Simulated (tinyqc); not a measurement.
Along the channel and with depth: stress in a transistor channel from embedded alloy regions, liners and fins, by half-space elasticity. Computed by tinyqc, a small Python program. Command: `OMP_NUM_THREADS=1 python tinyqc.py 3009955 3009956 out.jsonl stressor walk`. One thread of a shared host (Intel(R) Xeon(R) Processor @ 2.30GHz), about 0.01 s of CPU time with the checks.

Plane strain in an isotropic half-space, the same constants everywhere; x along the channel from its centre, y downwards from the free surface; stress is positive in tension.

Inputs (values chosen for the exercise, modelled on silicon): alloy fraction x = 0.42; lattice change per unit x, beta = 0.0424; Young's modulus E = 167 GPa; Poisson ratio nu = 0.24; channel length L = 74 nm; length of each stressor S = 145 nm; recess depth d = 30 nm; depth of the field point y = 2.4 nm.

Stressor: Si(1-x)Ge(x) source and drain.

Method. Misfit e = beta x. A fully constrained inclusion holds the stress -p with p = E e/(1 - 2 nu); a blanket film would hold -E e/(1 - nu) in the plane. A line element dA of misfit at (a, c) in the half-space gives, with C = E e/(2 pi (1 - nu)), X = x - a, r1^2 = X^2 + (y - c)^2, r2^2 = X^2 + Y^2, Y = y + c: s_xx = -C dA {[X^2 - (y - c)^2]/r1^4 + 3 [X^2 - Y^2]/r2^4 + 4 y Y (Y^2 - 3 X^2)/r2^6}, s_yy = C dA {[X^2 - (y - c)^2]/r1^4 - [X^2 - Y^2]/r2^4 + 4 y Y (Y^2 - 3 X^2)/r2^6}. These are integrated over two rectangles, L/2 < |a| < L/2 + S, 0 < c < d (closed form in a, 200 Gauss-Legendre points in c).

misfit e = 0.017808

Stress (MPa):
```
2x/L  s_xx at y  s_yy at y  s_xx at d/2  s_xx at 1.5 d
0.0     -2443.0     -5.499      -1565.6        -149.05
0.2     -2484.5     -5.522      -1557.0        -142.52
0.4     -2603.0     -5.207      -1531.7        -120.36
0.6     -2765.6     -2.502      -1508.8         -70.60
0.8     -2798.8     21.024      -1596.8          35.22
```

What does the comparison show, and why?

Near the surface s_xx changes by +15 % from the centre to 2x/L = 0.8. At the centre, s_xx at half the recess depth is 0.64 of its value at y, and below the recess 0.06. An element acts with the sign of X^2 - (y - c)^2, so its direct term reverses where the offset in depth exceeds the lateral distance, and the image terms that amplify the stress near the surface fade with depth.
